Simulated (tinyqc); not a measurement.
# Two-junction solar cell, detailed-balance limit: what changes with what

The top cell takes all photons above E1, the bottom cell those between E2 and E1. Each cell follows J = Jsc - J0 (exp(V/Vt) - 1) with J0 = q ge Phi(gap, T)/ERE; light emitted by one cell and absorbed by the other is left out. In series both carry one current; wired apart (four terminals) each works at its own maximum power point. Efficiencies are counted against Pin = fs X sigma Ts^4.

Parameters, values chosen for the exercise: cell temperature T = 350 K; temperature of the black-body sun Ts = 4500 K; share of the hemisphere filled by the sun fs = 2.16e-5; concentration X = 1000; external radiative efficiency ERE = 0.3; number of faces that emit ge = 1; gap of the bottom cell E2 = 1.21 eV; gap of the top cell E1 = 1.51 eV.

Constants: q = 1.602176634e-19 C, kB = 1.380649e-23 J/K, h = 6.62607015e-34 J s, c = 299792458 m/s, Vt = kB T/q. Results are converted to the units shown.

Each table varies one quantity; the others keep the values above.

## Effect of the gap of the bottom cell

Photon flux above E from a black body at temperature T into a hemisphere: Phi(E, T) = A sum_k exp(-k E/th)[E^2 th/k + 2 E th^2/k^2 + 2 th^3/k^3], k = 1, 2, ..., with th = kB T/q in eV and A = 2 pi q^3/(h^3 c^2). J1 = q fs X Phi(E1, Ts), J2 = q fs X [Phi(E2, Ts) - Phi(E1, Ts)], J01 and J02 as above; sigma = 2 pi^5 kB^4/(15 h^3 c^2). In series V(J) = Vt [ln((J1 - J)/J01 + 1) + ln((J2 - J)/J02 + 1)], and J V(J) is largest where V = J Vt [1/(J1 - J + J01) + 1/(J2 - J + J02)]. Apart, each cell has (1 + v) exp(v) = 1 + Jsc/J0 at its maximum power point, v = Vmp/Vt.

The same in every row: J1 (mA/cm^2) = 10216.

Effect of the gap of the bottom cell:
```
E2 (eV),J2 (mA/cm^2),series efficiency (%),four-terminal efficiency (%)
0.62,23185,34.191,43.018
0.73,19544,36.007,43.557
0.85,15707,37.918,42.866
0.96,12402,39.448,41.202
1.08,9087.8,36.714,38.465
1.19,6345.2,27.226,35.302
1.31,3685.5,16.634,31.347
```

As E2 goes from 0.62 to 1.31 eV, the series efficiency goes from 34.2 through a maximum of 39.4 (at E2 = 0.96 eV among the rows listed) to 16.6 %, and the four-terminal one goes from 43.0 through a maximum of 43.6 (at E2 = 0.73 eV among the rows listed) to 31.3 %. Among the rows the two lie closest, 1.8 points apart, at E2 = 1.08 eV, where J1/J2 = 1.12; the spread over the rows is 22.8 points in series and 12.2 apart. Current matching makes the series cell the more sensitive one. For E2 = 0.62 to 1.19 eV the open-circuit voltage of the bottom cell lies within 6 Vt of its gap, where the Boltzmann form begins to fail. For E2 = 1.19 to 1.31 eV the top cell has surplus current and is radiative, so luminescent coupling, left out here, would help the series cell.

## Effect of the concentration

Same model as above.

Effect of the concentration:
```
X,J1 (mA/cm^2),J2 (mA/cm^2),series efficiency (%),four-terminal efficiency (%)
1,10.22,5.878,20.65,28.20
3,30.65,17.63,21.41,29.22
10,102.2,58.78,22.25,30.35
30,306.5,176.3,23.01,31.38
100,1022,587.8,23.85,32.51
300,3065,1763,24.61,33.54
1000,1.022e4,5878,25.45,34.67
```

Read the table: what changes, and by how much?

As X goes from 1 to 1000, the series efficiency rises from 20.6 to 25.5 %, and the four-terminal one rises from 28.2 to 34.7 %. Among the rows the two lie closest, 7.5 points apart, at X = 1, where J1/J2 = 1.74; the spread over the rows is 4.80 points in series and 6.48 apart. In every row the top cell has surplus current and is radiative, so luminescent coupling, left out here, would help the series cell.

## Effect of the gap of the top cell

Same model as above.

Results:
```
E1 (eV),J1 (mA/cm^2),J2 (mA/cm^2),series efficiency (%),four-terminal efficiency (%)
1.37,12700,3393.6,13.841,32.879
1.49,10544,5549.3,23.847,34.474
1.6,8840.8,7253.0,32.317,35.367
1.82,6124.5,9969.2,30.091,35.957
1.94,4976.5,11117,25.663,35.822
2.05,4097.4,11996,22.004,35.525
2.16,3361.4,12732,18.753,35.122
```

Estimate the missing row, E1 = 1.71 eV.

Computed row:
```
E1 (eV),J1 (mA/cm^2),J2 (mA/cm^2),series efficiency (%),four-terminal efficiency (%)
1.71,7375.4,8718.4,34.338,35.828
```

With this row back in the table: As E1 goes from 1.37 to 2.16 eV, the series efficiency goes from 13.8 through a maximum of 34.3 (at E1 = 1.71 eV among the rows listed) to 18.8 %, and the four-terminal one goes from 32.9 through a maximum of 36.0 (at E1 = 1.82 eV among the rows listed) to 35.1 %. Among the rows the two lie closest, 1.5 points apart, at E1 = 1.71 eV, where J1/J2 = 0.846; the spread over the rows is 20.5 points in series and 3.08 apart. Current matching makes the series cell the more sensitive one. For E1 = 1.6 to 2.16 eV the open-circuit voltage of the bottom cell lies within 6 Vt of its gap, where the Boltzmann form begins to fail. For E1 = 1.37 to 1.6 eV the top cell has surplus current and is radiative, so luminescent coupling, left out here, would help the series cell.

Numbers from tinyqc (`OMP_NUM_THREADS=1 python tinyqc.py 2820008 2820009 out.jsonl`; about 0.01 s on one thread of a shared Intel Xeon 2.30GHz).
